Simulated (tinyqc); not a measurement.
Thin-film transistor with exponential tail and deep states, accumulation layer: one step of the calculation.

An undoped film in accumulation, thicker than the space-charge layer. With band bending psi the Fermi level lies E0 - psi below the band edge. Free electrons n = n0 exp(psi/Vt) carry the current; electrons in two exponential distributions of traps, a = a0 exp(psi/Va) and d = d0 exp(psi/Vp), do not. Linear regime, ohmic contacts, traps in equilibrium.

Problem. Surface potential by Newton steps. Va = kB Tt/q, Vp = kB Td/q. G(psi) = sum over the three kinds of c0 [V (exp(psi/V) - 1) - psi], field F = sqrt(2 q G/(eps0 eps_r)); Vg = psi + eps0 eps_r F/Ci at the surface. f = psi + eps0 eps_r F/Ci - Vg, f' = 1 + q rho/(Ci F) with rho = sum c0 (exp(psi/V) - 1); psi(new) = psi - f/f'.

Values chosen for this exercise; values close to those of amorphous indium gallium zinc oxide:

| symbol | value | unit | meaning |
|---|---|---|---|
| T | 250 | K | temperature |
| eps_r | 10 |  | relative permittivity of the semiconductor |
| Tt | 370 | K | characteristic temperature of the tail |
| Td | 2200 | K | characteristic temperature of the deep states |
| Ci | 60 | nF/cm^2 | gate capacitance |
| Vg | 6.4 | V | gate voltage above flat band |

Constants: q = 1.602176634e-19 C, kB = 1.380649e-23 J/K, Vt = kB T/q, eps0 = 8.8541878128e-14 F/cm where lengths are in cm. Results are converted to the units shown.

psi at the start = 0.5 V
n0 = 3.2106454e6 cm^-3
a0 = 7.3710278e10 cm^-3
d0 = 3.1484908e15 cm^-3

Wanted: F; f; f'; psi after iteration 1.

Solution.

F = 89.62 kV/cm
f = -4.577 V
f' = 17.56
psi after iteration 1 = 0.7606 V

tinyqc, about 0.02 s, one thread, Intel Xeon 2.30GHz (shared host): `OMP_NUM_THREADS=1 python tinyqc.py 2610065 2610066 out.jsonl`
